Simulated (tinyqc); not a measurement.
Undoped gate-all-around wire MOSFET, analytic charge model: effect of the temperature.

An undoped round wire of radius R under an insulator shell and a surrounding gate; long channel, electrons only, n = ni exp((psi - V)/Vt) with V the quasi-Fermi potential (0 at the source, Vd at the drain), constant mobility, no quantisation. The radial Poisson equation gives n(r) = n(0)/(1 - (1 - b) r^2/R^2)^2 with b = Q0/(Q + Q0). Q is the electron charge per area of the wire surface.

Nc and Nv are given at 300 K and scale as (T/300 K)^1.5; Eg and mu are held fixed. ni = sqrt(Nc Nv) exp(-Eg/(2 Vt)), Eg in volts; Cox = eps0 eox/(R ln(1 + tox/R)); Q0 = 4 eps0 eps_r Vt/R; V0 = dphi + Vt ln[8 eps0 eps_r Vt/(q ni R^2)]. Q solves Vg - V0 - V = Q/Cox + Vt ln(Q/Q0) + Vt ln(1 + Q/Q0). I = mu (2 pi R/L)[2 Vt (Qs - Qd) + (Qs^2 - Qd^2)/(2 Cox) + Vt Q0 ln((Qd + Q0)/(Qs + Q0))], with Qs at V = 0 and Qd at V = Vd.  I(low) is taken at Vg = 0.3 V, Qs and I(high) at Vg = 1.05 V.

Parameters, values chosen for the exercise; material values close to those of silicon: band gap Eg = 1.14 eV; relative permittivity of the semiconductor eps_r = 11.8; conduction-band density of states at the reference temperature Nc = 2.85e19 cm^-3; valence-band density of states at the reference temperature Nv = 2.63e19 cm^-3; relative permittivity of the gate insulator eox = 7.62; insulator thickness tox = 1.5 nm; wire radius R = 8 nm; gate work function less that of the intrinsic body dphi = 0.05 V; channel mobility mu = 450 cm^2/(V s); gate length L = 0.2 um; drain voltage Vd = 0.3 V.

Constants: q = 1.602176634e-19 C, kB = 1.380649e-23 J/K, Vt = kB T/q, eps0 = 8.8541878128e-14 F/cm where lengths are in cm. Results are converted to the units shown.

Effect of the temperature:

| T (K) | V0 (V) | I(low) (nA) | Qs(high) (nC/cm^2) | I(high) (uA) |
|---|---|---|---|---|
| 220 | 0.5743 | 1.104e-4 | 1791 | 38.84 |
| 250 | 0.5667 | 0.001151 | 1781 | 38.86 |
| 280 | 0.5590 | 0.007507 | 1775 | 38.98 |
| 310 | 0.5511 | 0.03494 | 1772 | 39.18 |
| 340 | 0.5430 | 0.1266 | 1772 | 39.45 |
| 370 | 0.5349 | 0.3791 | 1774 | 39.78 |
| 400 | 0.5267 | 0.9771 | 1777 | 40.16 |
| 430 | 0.5183 | 2.234 | 1783 | 40.58 |

As T goes from 220 to 430 K, I(low) rises from 1.10e-4 to 2.23 nA and I(high) rises from 38.8 to 40.6 uA. V0 falls from 0.574 to 0.518 V. In every row the surface density at the source at the higher gate voltage passes 0.3 Nc, where Boltzmann statistics fail. In every row mu V/L at the higher gate voltage, with V the smaller of Vd and Vg - V0, passes 3e6 cm/s, so velocity saturation would lower the current. In every row the mobility is held fixed, though a real one changes with T.

Computed by the program tinyqc: `OMP_NUM_THREADS=1 python tinyqc.py 2460127 2460128 out.jsonl`, one thread of a shared Intel Xeon 2.30GHz, about 0.04 s for the whole run.
